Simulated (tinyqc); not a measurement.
# Two-diode model of a solar cell: two studies

J is the current delivered and Vj = V + J Rs the junction voltage. J = X JL - J01 (exp(Vj/(n1 Vt)) - 1) - J02 (exp(Vj/(2 Vt)) - 1) - Vj/Rp. The photocurrent does not depend on voltage.

Inputs (values chosen for the exercise); values of the order met in cells of germanium: temperature T = 298.15 K; photocurrent at one sun JL = 51.7 mA/cm^2; concentration X = 1 suns; saturation current of the first diode J01 = 6.1e-6 A/cm^2; ideality factor of the first diode n1 = 1; series resistance Rs = 0.25 ohm cm^2; shunt resistance Rp = 7000 ohm cm^2; incident power at one sun Pin = 100 mW/cm^2; saturation current of the second diode (ideality 2) J02 = 2.3e-6 A/cm^2.

Constants: q = 1.602176634e-19 C, kB = 1.380649e-23 J/K, Vt = kB T/q. Results are converted to the units shown.

Each table varies one quantity; the others keep the values above.

## Effect of the saturation current of the second diode (ideality 2)

Jsc at V = 0, Voc at J = 0, the maximum power point where J (1 + 2 Rs G) = G Vj with G = -dJ/dVj; FF = Vmp Jmp/(Voc Jsc); efficiency Vmp Jmp/(X Pin). Empirical fill factor without parasitics FF0 = (v - ln(v + 0.72))/(v + 1), v = Voc/(n1 Vt).

Result of one run:

| J02 (A/cm^2) | Jsc (mA/cm^2) | Voc (V) | Vmp (V) | Jmp (mA/cm^2) | FF | efficiency (%) | FF0 |
|---|---|---|---|---|---|---|---|
| 2e-5 | 51.688 | 0.23147 | 0.16935 | 44.196 | 0.62558 | 7.4847 | 0.67279 |

What becomes of these results when the saturation current of the second diode (ideality 2) J02 is changed from 2e-5 to 8e-8 A/cm^2, all else the same?

Result of the changed run:

| J02 (A/cm^2) | Jsc (mA/cm^2) | Voc (V) | Vmp (V) | Jmp (mA/cm^2) | FF | efficiency (%) | FF0 |
|---|---|---|---|---|---|---|---|
| 8e-8 | 51.694 | 0.23237 | 0.17050 | 44.508 | 0.63175 | 7.5887 | 0.67357 |

The whole series:

| J02 (A/cm^2) | Jsc (mA/cm^2) | Voc (V) | Vmp (V) | Jmp (mA/cm^2) | FF | efficiency (%) | FF0 |
|---|---|---|---|---|---|---|---|
| 8e-8 | 51.694 | 0.23237 | 0.17050 | 44.508 | 0.63175 | 7.5887 | 0.67357 |
| 2e-7 | 51.694 | 0.23236 | 0.17050 | 44.506 | 0.63171 | 7.5880 | 0.67357 |
| 8e-7 | 51.694 | 0.23234 | 0.17046 | 44.496 | 0.63152 | 7.5849 | 0.67354 |
| 2e-6 | 51.694 | 0.23228 | 0.17039 | 44.477 | 0.63114 | 7.5785 | 0.67350 |
| 7e-6 | 51.692 | 0.23206 | 0.17010 | 44.398 | 0.62958 | 7.5522 | 0.67330 |
| 2e-5 | 51.688 | 0.23147 | 0.16935 | 44.196 | 0.62558 | 7.4847 | 0.67279 |
| 7e-5 | 51.674 | 0.22921 | 0.16648 | 43.473 | 0.61105 | 7.2375 | 0.67080 |
| 0.0002 | 51.637 | 0.22339 | 0.15927 | 41.925 | 0.57888 | 6.6773 | 0.66556 |

As J02 goes from 8e-8 to 0.0002, Voc falls from 0.232 to 0.223 V, FF falls from 0.632 to 0.579 and the efficiency falls from 7.59 to 6.68 %. Voc changes by -12.8 mV a decade between the last two rows and -0.0136 mV between the first two. In every row v is below 10, outside the range of the formula for FF0.

## Effect of the series resistance

Same model as above.

The same in every row: Voc (V) = 0.23227; FF0 = 0.67348.

Effect of the series resistance:

| Rs (ohm cm^2) | Jsc (mA/cm^2) | Vmp (V) | Jmp (mA/cm^2) | FF | efficiency (%) |
|---|---|---|---|---|---|
| 0 | 51.700 | 0.17889 | 45.163 | 0.67281 | 8.0793 |
| 0.05 | 51.699 | 0.17715 | 45.033 | 0.66435 | 7.9776 |
| 0.11 | 51.697 | 0.17508 | 44.872 | 0.65427 | 7.8564 |
| 0.25 | 51.694 | 0.17037 | 44.472 | 0.63105 | 7.5769 |
| 0.55 | 51.682 | 0.16088 | 43.486 | 0.58282 | 6.9962 |
| 1.2 | 51.624 | 0.14373 | 40.640 | 0.48713 | 5.8410 |
| 2.7 | 50.434 | 0.12391 | 31.269 | 0.33076 | 3.8747 |
| 6 | 34.085 | 0.11738 | 17.387 | 0.25780 | 2.0410 |

As Rs goes from 0 to 6, Voc stays at 0.232 V, FF falls from 0.673 to 0.258 and the efficiency falls from 8.08 to 2.04 %. Voc does not depend on Rs, since no current flows through it at open circuit; between the first two rows FF drops by 1.13 times rs = Rs Jsc/Voc in relative terms. In every row v is below 10, outside the range of the formula for FF0. For Rs = 2.7, 6 Rs Jsc exceeds half of Voc, so the series resistance shapes the curve and drives FF towards the 1/4 of a resistor.

Program tinyqc, `OMP_NUM_THREADS=1 python tinyqc.py 2280108 2280109 out.jsonl`; Intel Xeon 2.30GHz, shared host, one thread, about 0.01 s.
